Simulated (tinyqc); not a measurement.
# Worked calculation: resistance of a source-drain extension with a graded tip

Computed by the program tinyqc: `OMP_NUM_THREADS=1 python tinyqc.py 2282231 2282232 out.jsonl`, one thread of a shared Intel Xeon 2.30GHz, about 0.03 s for the whole run. Printed values are rounded.

y runs along the channel, the gate covers y > 0. The doping is N0 for y < y0 and N0 10^(-(y - y0)/la) beyond, uniform over the depth xj. Sheet conductance s(y) = q mu(N) max(N - Nch, 0) xj + (for y > 0) ma Cox Vo, with mu(N) = u0 + (u1 - u0)/(1 + (N/Nr)^au) and Cox = eps0 eox/tox. Current is taken as one-dimensional; depletion of the tip, spreading and the contact are left out. The metallurgical junction lies at yj, where N = Nch.

Parameters, values chosen for the exercise; mobility law close to that of electrons in silicon:
```
symbol,value,unit,meaning
eox,3.9,,relative permittivity of the gate insulator (close to silicon dioxide)
tox,1.5,nm,insulator thickness
N0,7.6e19,cm^-3,active doping of the extension far from the gate
la,6.8,nm/decade,lateral abruptness
y0,2.3,nm,position under the gate where the fall begins (gate edge at 0)
xj,11,nm,depth of the extension
Nch,1.4e18,cm^-3,channel doping
Vo,0.89,V,gate overdrive
ma,160,cm^2/(V s),mobility of the gate-induced layer
u1,1414,cm^2/(V s),mobility at low doping
u0,68.5,cm^2/(V s),mobility at high doping
Nr,9.2e16,cm^-3,reference doping
au,0.711,,exponent
Lg,45,nm,gate length
```

Constants: q = 1.602176634e-19 C, eps0 = 8.8541878128e-14 F/cm where lengths are in cm. Results are converted to the units shown.

## Sheet resistances and junction position

yj = y0 + la log10(N0/Nch); sheet resistance of the full extension 1/[q mu(N0)(N0 - Nch) xj] and of the gate-induced layer 1/(ma Cox Vo); metallurgical length Lg - 2 yj; ye is where the doped and the gate-induced conductances are equal.

yj = 14.0959 nm
sheet resistance of the extension = 953.710 ohm/square
sheet resistance of the induced layer = 3050.48 ohm/square
metallurgical length = 16.8083 nm
ye = 6.14570 nm
N at ye = 2.06666e19 cm^-3

The gate takes over 7.95 nm before the junction, where N is still 14.8 times the channel doping.

## Resistance of the overlapped part

Midpoint rule on 8 equal steps from 0 to yj: R_ov = sum h/s(y), per width.

```
point    y (nm)   N (cm^-3)  doped conductance (uS)  sheet resistance (ohm/square)
0      0.880991      7.6e19                 1048.54                        726.557
1       2.64297  6.76669e19                 942.620                        787.130
2       4.40496  3.72616e19                 550.334                        1138.76
3       6.16694  2.05185e19                 325.772                        1530.01
4       7.92892  1.12988e19                 193.828                        1917.01
5       9.69090  6.22180e18                 112.635                        2270.39
6       11.4529  3.42611e18                 58.5550                        2588.18
7       13.2149  1.88663e18                 17.9381                        2892.22
```

R_ov = 24.404 ohm um

The exact integral is 24.432 ohm um; the coarse sum is 0.11 % below it.
